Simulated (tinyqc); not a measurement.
Inside a calculation. Model: regular and subregular solution with a miscibility gap. Computed by tinyqc, a small Python program that keeps every step. Command: `OMP_NUM_THREADS=1 python tinyqc.py 3001312 3001313 out.jsonl regsol walk`. One thread of a shared host (Intel(R) Xeon(R) Processor @ 2.30GHz), about 0.02 s of CPU time with the checks. Intermediate numbers are printed to about 5 digits and carried at full precision; extremes and crossings named in words are read from the listed rows.

Per mole of mixing sites: G(x) = x (1 - x) [L0 + L1 (1 - 2x)] + R T [x ln x + (1 - x) ln(1 - x)], x the fraction of B.

Inputs (values chosen for the exercise, for a model alloy):

| quantity | value | unit |
|---|---|---|
| interaction L0 | 53.5 | kJ/mol |
| size misfit eta = d ln a/dx | 0.04 | - |
| asymmetry L1 | 0.58 | kJ/mol |
| temperature T | 1989 | K |
| overall fraction x0 | 0.31 | - |
| coherency modulus Y | 165 | GPa |
| molar volume V_m | 19.3 | cm^3/mol |
| gradient coefficient kappa | 1.3e-09 | J/m |
| start value s0 | 0.01 | - |

Source of L0: given.

Constants: R = 8.314462618 J/(mol K).

## Interaction parameter

L0 and eta are given.

L0 = 53.5 kJ/mol

eta = 0.04

## G, chemical potentials and activities

G' = L0 (1 - 2x) + L1 (1 - 6x + 6x^2) + R T ln[x/(1 - x)]; G'' = -2 L0 - 6 L1 (1 - 2x) + R T/[x (1 - x)]. mu_A = G - x G', mu_B = G + (1 - x) G', activity = exp(mu/(R T)).

G, G'' and activities at x = 0.02, 0.1, 0.2, 0.35, 0.5, 0.65, 0.8, 0.9, 0.98:

| x | G (kJ/mol) | G'' (kJ/mol) | activity of A | activity of B |
|---|---|---|---|---|
| 0.02 | -0.5618 | 733.41 | 0.9813 | 0.4611 |
| 0.10 | -0.5193 | 73.97 | 0.9304 | 1.3978 |
| 0.20 | 0.3403 | -5.73 | 0.9133 | 1.5928 |
| 0.35 | 1.5037 | -35.35 | 0.9728 | 1.3649 |
| 0.50 | 1.9121 | -40.85 | 1.1325 | 1.1128 |
| 0.65 | 1.4245 | -33.26 | 1.3812 | 0.9595 |
| 0.80 | 0.2289 | -1.55 | 1.5786 | 0.9077 |
| 0.90 | -0.6028 | 79.53 | 1.3509 | 0.9287 |
| 0.98 | -0.5836 | 740.09 | 0.4334 | 0.9812 |

G'' is negative at 5 of the nine compositions (0.2, 0.35, 0.5, 0.65, 0.8), where the solution is unstable.

## Critical point

The spinodal is G'' = 0, R T_s(x) = x (1 - x) [2 L0 + 6 L1 (1 - 2x)]; the critical point is its maximum.

critical composition x_c = 0.49188

critical temperature T_c = 3218.1 K

L1 > 0 moves the top of the gap to the A-rich side and raises it by 0.9 K over L0/(2 R). Caution: a real alloy may melt or decompose below this critical temperature.

## Spinodal at T

Solve G'' = 0 on each side of x_c.

spinodal x_s1 = 0.18609

spinodal x_s2 = 0.80386

## First Newton step for the common tangent

Common tangent: F1 = G'(x1) - G'(x2) = 0 and F2 = [G - x G'](x1) - [G - x G'](x2) = 0. Newton step: J = [[G''(x1), -G''(x2)], [-x1 G''(x1), x2 G''(x2)]], J dx = -F; a step that would leave 0 < x < 1 is halved until it stays inside. The start is x1 = s0, x2 = 1 - s0.

F (kJ/mol): F1 -47.123, F2 24.108

J (kJ/mol):
```
        1        2
1  1560.0  -1566.9
2   -15.6   1551.2
```

new (x1, x2): 0.02475  0.97461

## Binodal by Newton steps

Stop when the step is below 1e-12, or when x1 and x2 meet within 1e-5; residuals under 1e-7 are shown as 0.

Iteration:

| step | x1 | x2 | F1 (kJ/mol) | F2 (kJ/mol) |
|---|---|---|---|---|
| 1 | 0.010000 | 0.99000 | -4.7123e+01 | 2.4108e+01 |
| 2 | 0.024746 | 0.97461 | -1.9443e+01 | 1.0044e+01 |
| 3 | 0.041054 | 0.95677 | -5.3383e+00 | 2.8134e+00 |
| 4 | 0.049139 | 0.94720 | -6.3651e-01 | 3.5244e-01 |
| 5 | 0.050283 | 0.94563 | -1.1614e-02 | 7.1702e-03 |
| 6 | 0.050301 | 0.94559 | -4.2427e-06 | 3.1502e-06 |
| 7 | 0.050301 | 0.94559 | 0 | 0 |

solubility limit x1 = 0.050301

solubility limit x2 = 0.94559

Converged: the gap runs from 0.05030 to 0.9456, outside the spinodal as it must.

## Lever rule at x0

Inside the gap the B-rich phase has the fraction f = (x0 - x1)/(x2 - x1), and the gain is (1 - f) G(x1) + f G(x2) - G(x0); outside it one phase remains.

fraction f of the B-rich phase = 0.29007

free energy of decomposition = -1984.3 J/mol

x0 lies inside the chemical spinodal: coherency strain aside, small waves of composition grow without a barrier.

## Fastest-growing wave

Linear Cahn-Hilliard theory, coherency strain left out, with energy density G/V_m + kappa (grad x)^2: the rate goes as -k^2 (G''/V_m + 2 kappa k^2), so k_c^2 = -G''/(2 kappa V_m), the fastest wave has k_m = k_c/sqrt(2) and length 2 pi/k_m.

G''(x0) = -31.008 kJ/mol

k_c = 0.78609 1/nm

fastest wavelength = 11.304 nm

## Coherent spinodal

If the lattice stays coherent, G'' gains 2 eta^2 Y V_m (eta = d ln a/dx, Y the biaxial modulus, E/(1 - nu) if isotropic), which is L0 replaced by L0 - eta^2 Y V_m (1 GPa cm^3/mol = 1 kJ/mol); the program reports 0 if the result is below its cutoff 3.5 |L1|.

eta^2 Y V_m = 5.0952 kJ/mol

top of the coherent spinodal = 2911.8 K

Coherency strain lowers the top by 306 K.

## The phase diagram

For this table each start is x_s1/6 and 1 - (1 - x_s2)/6. The dilute estimate of x1 is exp(-(L0 + L1)/(R T)).

Binodal and spinodal:

| T (K) | binodal x1 | spinodal x_s1 | spinodal x_s2 | binodal x2 | dilute estimate of x1 |
|---|---|---|---|---|---|
| 1287 | 0.0067968 | 0.10953 | 0.88397 | 0.99239 | 0.0063846 |
| 1609 | 0.020297 | 0.14249 | 0.84938 | 0.97772 | 0.017554 |
| 1931 | 0.044558 | 0.17903 | 0.81121 | 0.95171 | 0.034446 |
| 2253 | 0.082819 | 0.22062 | 0.76800 | 0.91114 | 0.055745 |
| 2575 | 0.14059 | 0.27009 | 0.71690 | 0.85051 | 0.079982 |
| 2896 | 0.23115 | 0.33459 | 0.65079 | 0.75655 | 0.10582 |
| 3089 | 0.32212 | 0.39211 | 0.59230 | 0.66328 | 0.12177 |

The dilute estimate is 0.94 of x1 at the lowest T and 0.38 at the highest: it drops the pull of the other solutes and the impurity of the second phase. Near the top the binodal is 1.70 times as wide as the spinodal; the mean-field limit at T_c is sqrt(3) = 1.73. The gap is lopsided: at the lowest T, A dissolves 0.0068 of B and B dissolves 0.0076 of A.

Checks made by the program: binodal against the lower hull of G on 40001 points (relative difference 5e-06).
